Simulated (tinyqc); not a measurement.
MESFET, gradual channel with velocity saturation: one step of the calculation.

A uniformly doped n-type channel, depleted from the top by a Schottky gate; at channel potential V the depleted share of a is u = sqrt((Vbi - Vg + V)/Vp), s at the source. Electrons drift with v = mu E/(1 + mu E/vsat). Abrupt depletion edge, no series resistance, source at 0.

Problem. Built-in and pinch-off voltages. Vbi = phiB - Vt ln(Nc/Nd); Vp = q Nd a^2/(2 eps0 eps_r); G0 = q mu Nd a W/L; Z = mu Vp/(vsat L); s = sqrt((Vbi - Vg)/Vp). VT = Vbi - Vp.

Parameters, values chosen for the exercise; material values those of a made-up semiconductor:
- T = 293 K (temperature)
- eps_r = 11.7 (relative permittivity of the semiconductor)
- Nc = 3.75e17 cm^-3 (conduction-band density of states at T)
- Nd = 5.9e16 cm^-3 (donor density of the channel)
- a = 170 nm (channel thickness)
- mu = 4400 cm^2/(V s) (low-field mobility at this doping)
- vsat = 1e7 cm/s (saturation velocity)
- L = 0.3 um (gate length)
- W = 200 um (gate width)
- phiB = 0.75 V (Schottky barrier)
- Vg = 0 V (gate voltage)

Constants: q = 1.602176634e-19 C, kB = 1.380649e-23 J/K, Vt = kB T/q, eps0 = 8.8541878128e-14 F/cm where lengths are in cm. Results are converted to the units shown.

Wanted: Vbi; Vp; VT; G0; Z; s.

Solution.

Vbi = 0.70331 V
Vp = 1.3185 V
VT = -0.61524 V
G0 = 471.38 mS
Z = 19.339
s = 0.73034

Z = 19.3: velocity saturation dominates.

tinyqc, about 0.04 s, one thread, Intel Xeon 2.30GHz (shared host): `OMP_NUM_THREADS=1 python tinyqc.py 2500018 2500019 out.jsonl`
